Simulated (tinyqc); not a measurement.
Bound state above the band: recursion (Haydock) method for the local density of states: impurity site of a cubic lattice.

One orbital a site at energy 0, hopping -t to the 6 nearest neighbours of a cubic lattice; the start u0 is a site in the bulk, with energy V. Recursion: a_n = <u_n|H|u_n>, b_(n+1) u_(n+1) = (H - a_n) u_n - b_n u_(n-1), b > 0. G(z) = 1/(z - a0 - b1^2/(z - a1 - b2^2/(...))), z = E + i eta. After n levels the tail is b_n^2 T with the square-root terminator T = (z - sqrt(z - 2b) sqrt(z + 2b))/(2 b^2), b = 3t so that the band edges lie at -/+ 6t.

Inputs chosen for the exercise: t = 1.44 eV (hopping).

A level solves G0(E) = 1/V for E above the band, G0 being the fraction for V = 0 with m levels and terminator; a dash: none.

Level (eV):
```
V/t,V (eV),3 levels,7 levels
0.5,0.720,-,-
1.0,1.440,-,-
2.0,2.880,-,-
3.0,4.320,-,-
3.5,5.040,-,-
4.0,5.760,8.6476,8.6409
4.5,6.480,8.8462,8.8355
6.0,8.640,10.2311,10.2296
8.0,11.520,12.6572,12.6571
```

threshold V/t with 7 levels = 3.971

In three dimensions G0 is finite at the edge: a level needs V/t above 3.957 (from the closed form of the Watson integral); seven levels give 3.971. At V = 8t three and seven levels give 12.6572 and 12.6571 eV.

Computed by tinyqc, a small Python program: `OMP_NUM_THREADS=1 python tinyqc.py 1451342 1451343 out.jsonl` (the numbers bound the seed that draws the inputs); one thread of a shared host (Intel(R) Xeon(R) Processor @ 2.30GHz), about 0.2 s for the whole set of steps.
